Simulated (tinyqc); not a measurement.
# From point-charge correction -q^2 E back to dielectric constant eps

Model: finite-size error of a charged defect in a periodic cell: Madelung and Makov-Payne terms. Computed by tinyqc, a small Python program. Command: `OMP_NUM_THREADS=1 python tinyqc.py 3022420 3022421 out.jsonl imagecharge inv`. One thread of a shared host (Intel(R) Xeon(R) Processor @ 2.30GHz), about 0.09 s of CPU time with the checks.

L is the cube root of the cell volume. The defect charge is a Gaussian, rho(r) = q (2 pi sigma^2)^(-3/2) exp(-r^2/2 sigma^2), repeated periodically in a uniform neutralising background and screened by a continuum. The model cell energy is E(L) = E_0 + [periodic - isolated electrostatic energy].

Inputs (values chosen for the exercise, with screening close to that of CdTe): charge q = -1 e; cell length L = 10.6 angstrom.

Supercell lattice: bcc. Screening: isotropic.

Constants: e^2/(4 pi eps_0) = 14.39964548 eV angstrom.

Method. Cell vectors: (-1,1,1), (1,-1,1), (1,1,-1), scaled to volume L^3. Ewald sum for a unit point charge: scale each Cartesian component of the cell by 1/sqrt(eps_i), giving R', G' and V'; E = [ (1/2) sum erfc(eta R')/R' + (2 pi/V') sum exp(-G'^2/4 eta^2)/G'^2 - eta/sqrt(pi) - pi/(2 V' eta^2) ] e^2/(4 pi eps_0) / sqrt(eps_x eps_y eps_z), over n_i = -6..6, omitting n = (0,0,0), eta = 2/V'^(1/3). alpha = -2 E eps_g L/(e^2/(4 pi eps_0)), eps_g = (eps_x eps_y eps_z)^(1/3).

Question. A run gave the result below. Find the dielectric constant eps, known to lie between 8.8 and 13.

point-charge correction -q^2 E = 0.173162 eV

Answer.

Each step takes the trial c = (a f_b - b f_a)/(f_b - f_a), f being the result less the target and a, b, c the logarithms of the listed values; c replaces end b, the old b replaces a if the sign of f changed, and otherwise f_a is halved.

Scan of the range:
```
dielectric constant eps  point-charge correction -q^2 E (eV)
8.80                                                0.222946
9.39                                                0.208938
10.00                                               0.196193
10.70                                               0.183358
11.40                                               0.172099
12.20                                               0.160814
13.00                                               0.150917
```

False position (Illinois rule, in the logarithm of the input) inside the bracket:
```
step    end a    end b    trial  point-charge correction -q^2 E (eV)
1     10.7000  11.4000  11.3320                             0.173132
2     10.7000  11.3320  11.3281                             0.173190
3     11.3320  11.3281  11.3300                             0.173162
4     11.3281  11.3300  11.3300                             0.173162
```

Point-charge correction -q^2 E falls at every point of a 13-point scan of the range (every second point is shown), so one value fits; it is bracketed by 10.7 and 11.4. The scan shows a pure power law with exponent -1.0000, so scaling from any one row also gives the answer directly. Answer: dielectric constant eps = 11.33.
